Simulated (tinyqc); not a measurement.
Free and trapped electrons in a MOS channel with a dense trap tail: two steps of the calculation.

p-type body, charge-sheet picture, full ionisation (an idealisation for deep acceptors), Boltzmann statistics for free electrons. e = Ec - EF at the surface. Acceptor-like traps of density D(E) = D0 + De exp(-E/Ew) at depth E below Ec, from 0 to Eu, hold n_t = integral of D(E)/(1 + exp((e - E)/Vt)). psi = Eg - Vt ln(Nv/Na) - e; N_dep = sqrt(2 eps0 eps_r Na (psi - Vt)/q); n_f = sqrt(N_dep^2 + 2 eps0 eps_r Vt Nc exp(-e/Vt)/q) - N_dep; Vg = Vfb + psi + q (N_dep + n_t + n_f)/Cox, Cox = eps0 eox/tox.

Parameters, values chosen for the exercise; band and dielectric values close to those of silicon:
- T = 475 K (temperature)
- Eg = 1.11 eV (band gap)
- eps_r = 11.5 (relative permittivity)
- Nc = 5.58e19 cm^-3 (conduction-band density of states at T)
- Nv = 5.34e19 cm^-3 (valence-band density of states at T)
- eox = 3.9 (relative permittivity of the insulator)
- tox = 53 nm (insulator thickness)
- Na = 1.7e17 cm^-3 (acceptor density)
- Vfb = -0.67 V (flat-band voltage without trapped charge)
- D0 = 8e10 cm^-2 eV^-1 (constant background density of acceptor-like traps)
- De = 5.6e12 cm^-2 eV^-1 (density of the tail at the conduction edge)
- Ew = 0.14 eV (decay energy of the tail)
- Eu = 1 eV (depth below Ec down to which the traps reach)
- mf = 170 cm^2/(V s) (mobility of free electrons)
- e = 0.28 eV (Ec - EF at the surface)

Constants: q = 1.602176634e-19 C, kB = 1.380649e-23 J/K, Vt = kB T/q, eps0 = 8.8541878128e-14 F/cm where lengths are in cm. Results are converted to the units shown.

Problem 1. Trapped charge. Trapezoid rule on 12 equal steps from 0 to Eu, f = 1/(1 + exp((e - E)/Vt)).

Give: E; D(E) f; n_t.

Solution 1.

```
point    E (eV)  D(E) f (cm^-2 eV^-1)
0             0              6.0683e9
1      0.083333             2.5739e10
2       0.16667             1.0525e11
3       0.25000             3.3072e11
4       0.33333             4.7006e11
5       0.41667             3.5300e11
6       0.50000             2.3635e11
7       0.58333             1.6672e11
8       0.66667             1.2787e11
9       0.75000             1.0640e11
10      0.83333             9.4558e10
11      0.91667             8.8028e10
12       1.0000             8.4427e10
```

n_t = 1.7916e11 cm^-2

Problem 2. Charges and gate voltage. psi, N_dep, n_f and Vg as defined, with the n_t given; free share n_f/(n_f + n_t); apparent mobility mf n_f/(n_f + n_t); gate voltage spent on traps q n_t/Cox.

n_t = 1.7916179e11 cm^-2

Give: psi; N_dep; n_f; Vg; free share; apparent mobility; gate voltage spent on traps.

Solution 2.

psi = 0.5946 V
N_dep = 1.094e12 cm^-2
n_f = 1.410e10 cm^-2
Vg = 3.090 V
free share = 7.297 %
apparent mobility = 12.40 cm^2/(V s)
gate voltage spent on traps = 0.4406 V

Computed by the program tinyqc: `OMP_NUM_THREADS=1 python tinyqc.py 2222148 2222149 out.jsonl`, one thread of a shared Intel Xeon 2.30GHz, about 0.02 s for the whole run.
